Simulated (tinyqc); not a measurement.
From results back to parameters: nanosheet or nanowire with hard walls, valleys of the Si type. Two cases, with inputs chosen for the exercise.

Problem. In a hard-walled rectangle E(n, l) = c pi^2 (n^2/(m_y W^2) + l^2/(m_z H^2)), c = hbar^2/2m0. Two levels were computed from hidden W and H.

Constants: hbar^2/2m0 = 3.80998211 eV angstrom^2.

Case 1.

Values chosen (out of a larger set: near those of Si; not measured data): m_y = 0.193 m0 (mass across the width); m_z = 0.905 m0 (mass along the height).

E(1, 1) = 0.030729 eV
E(2, 1) = 0.058529 eV

Case 2.

Values chosen (out of a larger set: near those of Si; not measured data): m_y = 0.193 m0 (mass across the width); m_z = 0.926 m0 (mass along the height).

E(1, 1) = 0.028265 eV
E(2, 1) = 0.086716 eV

Find: width term; height term; W; H.

Solution. The difference of the two levels is three times the width term; the rest of E(1, 1) is the height term.

Case 1.

width term = 9.27 meV
height term = 21.46 meV
W = 145.0 angstrom
H = 44.0 angstrom

Case 2.

width term = 19.48 meV
height term = 8.78 meV
W = 100.0 angstrom
H = 68.0 angstrom

Computed by tinyqc, one run a case: `OMP_NUM_THREADS=1 python tinyqc.py N N+1 out.jsonl` with N = 1281522, 1281590; one thread of a shared Intel(R) Xeon(R) Processor @ 2.30GHz, about 0.03 s a run at most.
